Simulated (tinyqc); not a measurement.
A particle near a wafer in liquid: double-layer and van der Waals forces (DLVO), deposition barrier and removal. Changing the salt concentration c. Computed by tinyqc, a small Python program. Command: `OMP_NUM_THREADS=1 python tinyqc.py 3114159 3114160 out.jsonl dlvo sweep`. One thread of a shared host (Intel(R) Xeon(R) Processor @ 2.30GHz), about 0.01 s of CPU time with the checks.

Sphere and flat wall, Derjaguin approximation, constant potentials in the linear-superposition form, no retardation and no hydration force.

Inputs (values chosen for the exercise, of the order of those for silicon nitride on silicon in water):

| quantity | value | unit |
|---|---|---|
| particle radius R | 120 | nm |
| Hamaker constant A | 2.8e-20 | J |
| potential of the particle psi_1 | -43 | mV |
| potential of the wafer psi_2 | -19 | mV |
| valence z of the symmetric salt | 1 | - |
| temperature T | 293 | K |
| dielectric constant of the liquid | 80.2 | - |

Constants: e = 1.602176634e-19 C; N_A = 6.02214076e+23 1/mol; eps_0 = 8.8541878128e-12 F/m; k_B = 1.380649e-23 J/K; k_B = 8.617333262e-05 eV/K.

Method:
- kappa^2 = 2 z^2 e^2 N_A (1000 c)/(eps eps_0 k_B T); gamma_i = tanh(z e psi_i/(4 k_B T)); Z = 64 pi eps eps_0 (k_B T/(z e))^2 gamma_1 gamma_2.
- U(h) = Z R exp(-kappa h) - A R/(6 h); F(h) = -dU/dh = kappa Z R exp(-kappa h) - A R/(6 h^2), positive for repulsion.
- F = 0 reads x^2 exp(-x) = y with x = kappa h and y = A kappa/(6 Z); the left side peaks at x = 2 with 4/e^2 = 0.5413, so roots exist for smaller y: x < 2 is the barrier, x > 2 the secondary minimum.

One run for each value:

| salt concentration c (mol/L) | barrier height (k_B T) | energy at the secondary minimum (k_B T) | Debye length (nm) | position of the barrier (nm) |
|---|---|---|---|---|
| 1.00e-05 | 168.39 | -0.136 | 96.391 | 8.5002 |
| 3.00e-05 | 158.17 | -0.252 | 55.651 | 6.5550 |
| 1.00e-04 | 143.51 | -0.500 | 30.481 | 4.9616 |
| 3.00e-04 | 126.12 | -0.942 | 17.598 | 3.8804 |
| 1.00e-03 | 101.61 | -1.909 | 9.639 | 3.0061 |
| 3.00e-03 | 73.37 | -3.698 | 5.565 | 2.4315 |
| 1.00e-02 | 35.44 | -7.852 | 3.048 | 2.0119 |
| 3.00e-02 | -4.33 | -16.405 | 1.760 | 1.8690 |

Describe the trends.

Over the rows, barrier height (k_B T) falls from 168 to -4.33; energy at the secondary minimum (k_B T) falls from -0.136 to -16.4 (exponent d ln y / d ln x 0.56 between the first rows and 0.67 between the last); Debye length (nm) falls from 96.4 to 1.76 (exponent d ln y / d ln x about -0.50 throughout).  Left out: 0.100, 0.300, 1.00 (a listed quantity is not defined there).

Caution (rows 1.00e-5, 3.00e-5): kappa R is not large, so the Derjaguin approximation is only rough at gaps of the order of the Debye length.

Extremes, crossings and ranges named in words are read from the listed rows.
